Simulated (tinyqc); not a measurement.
A particle near a wafer in liquid: double-layer and van der Waals forces (DLVO), deposition barrier and removal: one step, computed by the program tinyqc.

Sphere and flat wall, Derjaguin approximation, constant potentials in the linear-superposition form, no retardation and no hydration force.

Problem. Barrier and secondary minimum. U(h) = Z R exp(-kappa h) - A R/(6 h); F(h) = -dU/dh = kappa Z R exp(-kappa h) - A R/(6 h^2), positive for repulsion. F = 0 reads x^2 exp(-x) = y with x = kappa h and y = A kappa/(6 Z); the left side peaks at x = 2 with 4/e^2 = 0.5413, so roots exist for smaller y: x < 2 is the barrier, x > 2 the secondary minimum.

Inputs (values chosen for the exercise, of the order of those for alumina on silica in water): particle radius R = 12 nm; Hamaker constant A = 1e-20 J; temperature T = 323 K.

kappa = 1.015170 1/nm

Z = 6.921422 pN

Constants: k_B = 1.380649e-23 J/K.

Give: y; position of the barrier; barrier height; position of the secondary minimum; energy at the secondary minimum.

Solution.

y = 0.2445

position of the barrier = 0.6920 nm

barrier height = 2.745 k_B T

position of the secondary minimum = 4.283 nm

energy at the secondary minimum = -0.8062 k_B T

A barrier of this size slows deposition by roughly exp(barrier).
